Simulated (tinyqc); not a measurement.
Electromigration in a confined line: Blech product, Korhonen stress evolution and Black's law: one step, computed by the program tinyqc. Command: `OMP_NUM_THREADS=1 python tinyqc.py 3029302 3029303 out.jsonl emigr walk`. One thread of a shared host (Intel(R) Xeon(R) Processor @ 2.30GHz), about 0.02 s of CPU time with the checks.

The electron wind pushes atoms from the cathode (x = 0) to the anode (x = L); blocking ends build a back stress (tension positive). The input rho is taken not to change with temperature. d sigma/dt = d/dx [kappa (d sigma/dx + G)], with zero flux at both ends and sigma = 0 at t = 0.

Problem. Steady state and Blech product. At steady state sigma(x) = G (L/2 - x). A void forms only if the cathode stress reaches sigma_c, that is if j L exceeds (j L)_c = 2 Omega (sigma_c)/(Z* e rho). Time scale tau = L^2/kappa.

Inputs (values chosen for the exercise, close to those used for aluminium lines):
```
quantity                    value          unit
resistivity rho              2.96  micro-ohm cm
atomic volume Omega          16.6    angstrom^3
effective charge number Z*    4.7             -
critical stress sigma_c       400           MPa
current density j             5.1       MA/cm^2
line length L                 180            um
test temperature T            330             C
```

Start: stress-free.

stress gradient G = 68.47973 MPa/um

kappa = 5.389226e-12 m^2/s

Constants: e = 1.602176634e-19 C.

Give: steady cathode stress; j L; critical product (j L)_c; tau.

Solution.

steady cathode stress = 6163 MPa

j L = 91800 A/cm

critical product (j L)_c = 5958 A/cm

tau = 1.670 h

j L is 15.4 times the critical product: the line can fail. Caution: a steady stress above sigma_c is formal, since a void forms first.
